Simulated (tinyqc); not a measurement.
From results back to parameters: deformation-potential model of the L valleys of a conduction band. Three cases, with inputs chosen for the exercise.

Problem. An ellipsoidal valley with ml > mt has the density-of-states mass m_d = (ml mt^2)^(1/3) and, averaged over equivalent valleys, the conductivity mass m_c = 3/(1/ml + 2/mt).

Case 1.

m_d = 0.2200194 m0
m_c = 0.1198966 m0

Case 2.

m_d = 0.2239312 m0
m_c = 0.1214089 m0

Case 3.

m_d = 0.2236296 m0
m_c = 0.1227474 m0

Find: K = ml/mt; mt; ml.

Solution. With K = ml/mt, m_d/m_c = K^(1/3) (2 + 1/K)/3, which rises steadily for K > 1 and so fixes K; then mt = m_d K^(-1/3) and ml = K mt.

Case 1.

K = ml/mt = 19.317
mt = 0.082 m0
ml = 1.584 m0

Case 2.

K = ml/mt = 19.639
mt = 0.083 m0
ml = 1.630 m0

Case 3.

K = ml/mt = 18.869
mt = 0.084 m0
ml = 1.585 m0

Computed by tinyqc, one run a case: `OMP_NUM_THREADS=1 python tinyqc.py N N+1 out.jsonl` with N = 1051303, 1051343, 1051384; one thread of a shared Intel(R) Xeon(R) Processor @ 2.30GHz, about 0.03 s a run at most.
